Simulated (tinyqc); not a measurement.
# Resonant-tunnelling diode, transfer matrices and Tsu-Esaki current: two studies

Emitter (band edge 0), barrier d1, well Lw, barrier d2, collector (edge -V). The bias drops linearly over these layers and none in the contacts; each layer is cut into ns equal slices, flat at the value of their centres. E is the energy of motion across the layers, C = hbar^2/(2 m0), psi and psi'/m are continuous. Transport is coherent, T(E) is taken as independent of the transverse momentum, and charge in the well is ignored.

Inputs (values chosen for the exercise); masses and offsets of a made-up heterostructure:
```
symbol  value  unit                                               meaning
T         150     K                                           temperature
mw      0.055    m0                 mass in the well, spacer and contacts
U1       0.84    eV                                        barrier height
m1       0.15    m0                                          barrier mass
d1          1    nm                                       emitter barrier
Lw        3.3    nm                                            well width
d2          1    nm                                     collector barrier
ns          2                                        slices in each layer
Ef      0.092    eV  Fermi energy of both contacts above their band edges
V        0.18     V                                 bias of the collector
```

Constants: q = 1.602176634e-19 C, kB = 1.380649e-23 J/K, hbar = 1.054571817e-34 J s, m0 = 9.1093837015e-31 kg, Vt = kB T/q, hbar^2/(2 m0) = 0.0380998212 eV nm^2. Results are converted to the units shown.

Each table varies one quantity; the others keep the values above.

## Effect of the emitter barrier

For the pair (psi, psi'/m) a flat layer has M = [[cos kd, (m/k) sin kd], [-(k/m) sin kd, cos kd]] with k = sqrt(m (E - U)/C) above its edge U, and M = [[cosh Kd, (m/K) sinh Kd], [(K/m) sinh Kd, cosh Kd]] with K = sqrt(m (U - E)/C) below it. Later slices stand to the left. With M acting on (psi, psi'/m) and v = k/m in each lead, T(E) = 4 vL vR/[(vL vR M12 - M21)^2 + (vR M11 + vL M22)^2]. J = J0 times the integral over E > 0 of T(E) N(E), N = ln[(1 + exp((Ef - E)/Vt))/(1 + exp((Ef - V - E)/Vt))], J0 = q^2 mw m0 kB T/(2 pi^2 hbar^3) (times 1e-4 for A/cm^2 per eV). The integral is converged to the digits shown. The resonance is the first maximum of T(E) for E > 0, G its full width at half maximum.

Effect of the emitter barrier:

| d1 (nm) | Er (eV) | Tp | G (meV) | J (kA/cm^2) |
|---|---|---|---|---|
| 0.6 | 0.09382 | 0.8911 | 41.09 | 448.8 |
| 0.8 | 0.09356 | 1.000 | 26.89 | 328.4 |
| 1 | 0.09191 | 0.8962 | 19.95 | 231.5 |
| 1.1 | 0.09082 | 0.7841 | 17.91 | 189.9 |
| 1.3 | 0.08843 | 0.5286 | 15.40 | 121.9 |
| 1.5 | 0.08593 | 0.3152 | 14.10 | 74.01 |
| 1.7 | 0.08345 | 0.1744 | 13.41 | 43.16 |

Read the table: what changes, and by how much?

As d1 grows from 0.6 to 1.7 nm, G falls from 41.1 to 13.4 meV, Tp goes from 0.891 through a maximum of 1.00 (at d1 = 0.8 nm among the rows listed) to 0.174, and J falls from 449 to 43.2 kA/cm^2. The product G Tp changes by a factor of 0.0639 and J by 0.0962; the rest comes from the shift of Er (0.0938 to 0.0835 eV) against the supply function and from current off resonance. In 1 of the 7 rows a layer is thinner than 0.8 nm, a few atomic planes, where an effective mass is a rough description.

## Resonance against bias

Same model as above.

For a sharp resonance J = J0 (pi G/2) Tp N(Er), with Er the peak energy, Tp the peak transmission and G the full width at half maximum (in eV).

Resonance against bias:

| V (V) | Er (eV) | Tp | G (meV) | J (kA/cm^2) | one-resonance J (kA/cm^2) |
|---|---|---|---|---|---|
| 0.037 | 0.1646 | 0.9959 | 20.16 | 6.984 | 1.241 |
| 0.082 | 0.1419 | 0.9798 | 20.13 | 22.32 | 7.417 |
| 0.128 | 0.1185 | 0.9496 | 20.07 | 68.80 | 41.64 |
| 0.174 | 0.09499 | 0.9036 | 19.97 | 204.0 | 190.5 |
| 0.22 | 0.07131 | 0.8371 | 19.79 | 462.7 | 534.3 |
| 0.266 | 0.04751 | 0.7400 | 19.49 | 736.2 | 905.1 |
| 0.311 | 0.02429 | 0.5872 | 18.89 | 823.7 | 1051 |

What does the comparison show?

Er falls from 0.165 to 0.0243 eV, by 0.512 eV a volt, against the share 0.500 of the bias at the centre of the well. Tp falls from 0.996 to 0.587: the bias makes equal barriers unequal. The one-resonance current is 0.18 times the full integral in the first row and 28 % above it in the last.

Computed by the program tinyqc: `OMP_NUM_THREADS=1 python tinyqc.py 2600014 2600015 out.jsonl`, one thread of a shared Intel Xeon 2.30GHz, about 0.2 s for the whole run.
